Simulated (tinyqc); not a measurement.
Choosing the offset: vacuum evaporation: vapour pressure, source flux, thickness distribution, purity and step coverage. Computed by tinyqc, a small Python program. Command: `OMP_NUM_THREADS=1 python tinyqc.py 3111187 3111188 out.jsonl evap walk`. One thread of a shared host (Intel(R) Xeon(R) Processor @ 2.30GHz), about 0.01 s of CPU time with the checks.

Molecular flow, unit sticking of the metal, no re-evaporation. The background gas is taken as water vapour (18.015 g/mol, collision diameter 0.37 nm) at 300 K.

Inputs (values chosen for the exercise, modelled on gold, with constants for the liquid): directionality n = 1; source-to-wafer distance h = 24 cm; wafer radius R = 5 cm.

Method. Rotating wafer, source offset by s and facing upwards: thickness at radius r is the mean over the angle a of (1 + (r^2 + s^2 - 2 r s cos a)/h^2)^(-(n + 3)/2), by 360 equal steps; non-uniformity (max - min)/(max + min) over 21 radii from 0 to R. The curvature at the centre vanishes at s/h = sqrt(2/(n + 3)).

Against the offset:

| s/h | centre thickness | edge over centre | non-uniformity (%) |
|---|---|---|---|
| 0.0 | 1.0000 | 0.9185 | 4.2462 |
| 0.2 | 0.9246 | 0.9297 | 3.6420 |
| 0.4 | 0.7432 | 0.9566 | 2.2204 |
| 0.5 | 0.6400 | 0.9716 | 1.4417 |
| 0.6 | 0.5407 | 0.9856 | 0.7229 |
| 0.7 | 0.4504 | 0.9979 | 0.1076 |
| 0.8 | 0.3718 | 1.0078 | 0.3877 |
| 0.9 | 0.3052 | 1.0154 | 0.7653 |
| 1.1 | 0.2047 | 1.0248 | 1.2238 |

The best row, s/h = 0.7, has 0.11 % against 4.2 % on the axis, at the price of a rate lower by a factor 2.22; the small-wafer optimum is sqrt(2/(n + 3)) = 0.71.

Extremes, crossings and ranges named in words are read from the listed rows.
